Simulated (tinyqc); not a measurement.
Electron-beam lithography: double-Gaussian proximity function, edge placement and dose correction for parallel lines: one step, computed by the program tinyqc. Command: `OMP_NUM_THREADS=1 python tinyqc.py 3113469 3113470 out.jsonl proximity walk`. One thread of a shared host (Intel(R) Xeon(R) Processor @ 2.30GHz), about 0.01 s of CPU time with the checks.

Lines are infinitely long. Absorbed energy is counted so that the middle of a very large area written at dose 1 receives 1; the resist develops where it exceeds 1/2.

Task: Interaction matrix. f(r) = [exp(-r^2/alpha^2)/alpha^2 + eta exp(-r^2/beta^2)/beta^2]/(pi (1 + eta)). A line from a to b at dose d gives E(x) = d [S(alpha) + eta S(beta)]/(1 + eta), S(s) = [erf((b - x)/s) - erf((a - x)/s)]/2. M_ij is the mean of E at the two edges of line i from line j at dose 1.

Inputs (values chosen for the exercise, of the order of those for 10 keV electrons in resist on silicon): forward range alpha = 0.011 micrometre; backscatter range beta = 1.1 micrometre; backscatter ratio eta = 1.

Lines (micrometre):

| line | left edge | right edge | centre |
|---|---|---|---|
| 1 | 0.00 | 1.50 | 0.750 |
| 2 | 1.65 | 1.86 | 1.755 |
| 3 | 2.21 | 2.25 | 2.230 |
| 4 | 3.15 | 3.57 | 3.360 |

Give: M.

Result:

M:
```
        1       2       3       4
1  0.4866  0.0276  0.0034  0.0033
2  0.1800  0.3032  0.0085  0.0137
3  0.0860  0.0446  0.2603  0.0380
4  0.0052  0.0072  0.0037  0.3527
```
